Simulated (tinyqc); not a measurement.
# Resistance of a tapered via with liner, size effect and interface: effects of single changes

A round via whose diameter grows from db at the bottom as D(z) = db + 2 z/tan(ang). The fill, of diameter D - 2 tl, starts above the bottom liner (thickness fb tl) and has rho = rho0 (1 + ks lam/(D - 2 tl)); the sidewall liner conducts in parallel with it. The bottom liner and the interface are crossed over the full area pi db^2/4. Spreading in the lines above and below is left out.

Parameters, values chosen for the exercise; fill metal close to molybdenum:

| symbol | value | unit | meaning |
|---|---|---|---|
| db | 50 | nm | diameter at the bottom |
| hv | 120 | nm | height |
| ang | 86 | degrees | sidewall angle |
| rho0 | 5.35 | uohm cm | bulk resistivity of the fill |
| lam | 11.2 | nm | mean free path of the fill |
| ks | 1.3 |  | size-effect factor |
| tl | 0.5 | nm | liner on the sidewall |
| fb | 0.5 |  | liner at the bottom over that on the sidewall |
| rl | 250 | uohm cm | resistivity of the liner |
| ri | 1.3e-12 | ohm cm^2 | interface resistivity at the bottom |
| Sb | 1.3e15 | S/m^2 | ballistic conductance per area, about 3/(4 rho0 lam) |
| rho2 | 7.77 | uohm cm | bulk resistivity of the second fill (close to ruthenium) |
| lam2 | 6.58 | nm | its mean free path |
| tl2 | 0.5 | nm | its liner |

Each table varies one quantity; the others keep the values above.

## Via resistance against the diameter at the bottom

Slices between z0 = fb tl and hv, evaluated at their midpoints: conductance per length pi/4 [(D - 2 tl)^2/rho + (D^2 - (D - 2 tl)^2)/rl], slice resistance = slice height over that. 2000 slices. R_fill = sum of the slices; R_bottom = rl fb tl/(pi db^2/4); R_interface = ri/(pi db^2/4); ballistic (Sharvin) limit 1/(Sb pi (db - 2 tl)^2/4); ideal cylinder rho0 hv/(pi db^2/4).

Result of one run:
```
db (nm)	R_fill (ohm)	R_bottom (ohm)	R_interface (ohm)	R (ohm)	ballistic limit (ohm)	R over ideal cylinder	largest part
11	60.222	6.5767	1.3679	68.167	9.7942	1.0091	fill
```

What becomes of these results when the diameter at the bottom db is changed from 11 to 22 nm, all else the same?

Result of the changed run:
```
db (nm)	R_fill (ohm)	R_bottom (ohm)	R_interface (ohm)	R (ohm)	ballistic limit (ohm)	R over ideal cylinder	largest part
22	15.754	1.6442	0.34199	17.740	2.2209	1.0504	fill
```

The whole series:
```
db (nm)	R_fill (ohm)	R_bottom (ohm)	R_interface (ohm)	R (ohm)	ballistic limit (ohm)	R over ideal cylinder	largest part
6	202.92	22.105	4.5978	229.62	39.177	1.0113	fill
8.3	104.88	11.551	2.4027	118.83	18.379	1.0015	fill
11	60.222	6.5767	1.3679	68.167	9.7942	1.0091	fill
16	29.134	3.1085	0.64657	32.890	4.3530	1.0300	fill
22	15.754	1.6442	0.34199	17.740	2.2209	1.0504	fill
30	8.6358	0.88419	0.18391	9.7039	1.1646	1.0684	fill
42	4.4787	0.45112	0.093833	5.0237	0.58264	1.0841	fill
58	2.3751	0.23656	0.049204	2.6609	0.30145	1.0951	fill
80	1.2580	0.12434	0.025863	1.4082	0.15693	1.1025	fill
```

R falls from 230 to 1.41 ohm. The fill is the largest part at db = 6 and in all other rows. R goes as db^(-2.03) between the first two rows and db^(-1.98) between the last two; area alone gives -2.

## Via resistance against the interface resistivity at the bottom

Same model as above.

2000 slices.

The same in every row: R_fill (ohm) = 3.1811; R_bottom (ohm) = 0.31831; ballistic limit (ohm) = 0.40792.

Via resistance against the interface resistivity at the bottom:
```
ri (ohm cm^2)	R_interface (ohm)	R (ohm)	R over ideal cylinder	largest part
2e-13	0.010186	3.5096	1.0734	fill
5e-13	0.025465	3.5248	1.0780	fill
1e-12	0.050930	3.5503	1.0858	fill
2e-12	0.10186	3.6012	1.1014	fill
6e-12	0.30558	3.8050	1.1637	fill
1e-11	0.50930	4.0087	1.2260	fill
3e-11	1.5279	5.0273	1.5375	fill
```

Read the table: what changes, and by how much?

R rises from 3.51 to 5.03 ohm. The fill is the largest part at ri = 2e-13 and in all other rows. The share of the two bottom terms goes from 9.36 to 36.7 %.

## Two fill metals against the diameter

2000 slices. R_fill = sum of the slices; R_bottom = rl fb tl/(pi db^2/4); R_interface = ri/(pi db^2/4). The second fill has rho2, lam2 and tl2 in place of rho0, lam and tl.

Two fill metals against the diameter:
```
db (nm)	R, first fill (ohm)	R, second fill (ohm)	ratio second/first
6	229.62	243.48	1.0604
8.5	113.33	125.00	1.1030
12	57.514	65.854	1.1450
17	29.244	34.682	1.1860
24	14.982	18.340	1.2241
35	7.1811	9.0622	1.2620
49	3.7103	4.7920	1.2915
70	1.8347	2.4183	1.3181
100	0.90417	1.2114	1.3398
```

Read the table: what changes, and by how much?

The ratio goes from 1.06 to 1.34. The first fill gives the lower R in every row.

Computed by the program tinyqc: `OMP_NUM_THREADS=1 python tinyqc.py 2750054 2750055 out.jsonl`, one thread of a shared Intel Xeon 2.30GHz, about 0.01 s for the whole run.
